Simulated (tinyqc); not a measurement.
# Undoped gate-all-around wire MOSFET, analytic charge model: several studies

An undoped round wire of radius R under an insulator shell and a surrounding gate; long channel, electrons only, n = ni exp((psi - V)/Vt) with V the quasi-Fermi potential (0 at the source, Vd at the drain), constant mobility, no quantisation. The radial Poisson equation gives n(r) = n(0)/(1 - (1 - b) r^2/R^2)^2 with b = Q0/(Q + Q0). Q is the electron charge per area of the wire surface.

Inputs (values chosen for the exercise); material values close to those of silicon:
- T = 325 K (temperature)
- Eg = 1.12 eV (band gap)
- eps_r = 11.5 (relative permittivity of the semiconductor)
- Nc = 3.21e19 cm^-3 (conduction-band density of states at T)
- Nv = 2.98e19 cm^-3 (valence-band density of states at T)
- eox = 3.79 (relative permittivity of the gate insulator)
- tox = 3.4 nm (insulator thickness)
- R = 20 nm (wire radius)
- dphi = 0 V (gate work function less that of the intrinsic body)
- mu = 290 cm^2/(V s) (channel mobility)
- L = 1 um (gate length)
- Vd = 0.8 V (drain voltage)

Constants: q = 1.602176634e-19 C, kB = 1.380649e-23 J/K, Vt = kB T/q, eps0 = 8.8541878128e-14 F/cm where lengths are in cm. Results are converted to the units shown.

Each table varies one quantity; the others keep the values above.

## Transfer curve and volume inversion

ni = sqrt(Nc Nv) exp(-Eg/(2 Vt)), Eg in volts; Cox = eps0 eox/(R ln(1 + tox/R)); Q0 = 4 eps0 eps_r Vt/R; V0 = dphi + Vt ln[8 eps0 eps_r Vt/(q ni R^2)]. Q solves Vg - V0 - V = Q/Cox + Vt ln(Q/Q0) + Vt ln(1 + Q/Q0). I = mu (2 pi R/L)[2 Vt (Qs - Qd) + (Qs^2 - Qd^2)/(2 Cox) + Vt Q0 ln((Qd + Q0)/(Qs + Q0))], with Qs at V = 0 and Qd at V = Vd. The drop is psi(surface) - psi(centre) at the source end; C = dQs/dVg, Cg = Cox, drop = 2 Vt ln(1 + Qs/Q0); gm = dI/dVg.

Results:
```
Vg (V)  Qs (nC/cm^2)  drop (mV)      C/Cg    I (uA)  gm/I (1/V)
0.13        0.001064   0.001045  3.556e-5  1.086e-6       35.71
0.24         0.05391    0.05292  0.001796  5.509e-5       35.66
0.47           36.26      27.57    0.4660   0.06780       19.49
0.58           105.3      58.60    0.6810    0.3432       11.18
0.69           192.1      82.58    0.7837    0.9354       7.484
0.81           296.8      102.2    0.8436     2.002       5.404
0.92           398.0      116.3    0.8765     3.393       4.275
1.03           502.4      127.9    0.8984     5.197       3.523
```

Estimate the missing row, Vg = 0.35 V.

Computed row:
```
Vg (V)  Qs (nC/cm^2)  drop (mV)     C/Cg    I (uA)  gm/I (1/V)
0.35           2.428      2.335  0.07231  0.002630       33.65
```

With this row back in the table: The current rises from 1.09e-6 to 5.20 uA. In the first row gm/I is 35.7 1/V, within 0.01 % of 1/Vt: with no depletion charge the whole body follows the gate, and the swing is ideal. The drop between surface and centre goes from 0.0010 to 128 mV and passes Vt at Vg = 0.58 V among the rows; below that the density varies across the body by less than a factor of e (volume inversion). C reaches 0.90 of Cg in the last row. For Vg = 0.81 to 1.03 V the surface density at the source passes 0.3 Nc, where Boltzmann statistics fail.

## Effect of the insulator thickness

I = mu (2 pi R/L)[2 Vt (Qs - Qd) + (Qs^2 - Qd^2)/(2 Cox) + Vt Q0 ln((Qd + Q0)/(Qs + Q0))], with Qs at V = 0 and Qd at V = Vd.  I(low) is taken at Vg = 0.18 V, Qs and I(high) at Vg = 0.93 V.

The same in every row: V0 (V) = 0.4350.

Effect of the insulator thickness:
```
tox (nm)  I(low) (nA)  Qs(high) (nC/cm^2)  I(high) (uA)
1.1          0.006475                1037         8.204
1.6          0.006475               758.8         6.206
2.4          0.006475               542.0         4.585
3.4          0.006474               407.4         3.540
4.9          0.006474               303.6         2.706
7.1          0.006474               227.2         2.073
10           0.006473               175.5         1.633
```

As tox goes from 1.1 to 10 nm, I(low) stays near 0.00647 nA and I(high) falls from 8.20 to 1.63 uA. On average I(low) is independent of tox and I(high) goes as tox^(-0.73). Below threshold no voltage drops over the insulator in this long-channel model, so its thickness does not matter there. For tox = 1.1 to 4.9 nm the surface density at the source at the higher gate voltage passes 0.3 Nc, where Boltzmann statistics fail.

## Effect of the wire radius

Same model as above.

Effect of the wire radius:
```
R (nm)  V0 (V)  I(low) (nA)  Qs(high) (nC/cm^2)  I(high) (uA)
6.7     0.4962     7.267e-4               451.7         1.254
9.3     0.4779     0.001400               433.6         1.699
13      0.4591     0.002736               419.9         2.334
18      0.4409     0.005244               410.0         3.195
26      0.4203      0.01094               402.0         4.576
36      0.4020      0.02097               396.9         6.308
50      0.3836      0.04045               393.1         8.737
```

Read the table: what changes, and by how much?

As R goes from 6.7 to 50 nm, I(low) rises from 7.27e-4 to 0.0404 nA and I(high) rises from 1.25 to 8.74 uA. On average I(low) goes as R^(2.00) and I(high) goes as R^(0.97). Below threshold the charge is proportional to the cross-section of the body; above it the insulator sets the charge. In every row the surface density at the source at the higher gate voltage passes 0.3 Nc, where Boltzmann statistics fail.

tinyqc, about 0.02 s, one thread, Intel Xeon 2.30GHz (shared host): `OMP_NUM_THREADS=1 python tinyqc.py 2460087 2460088 out.jsonl`
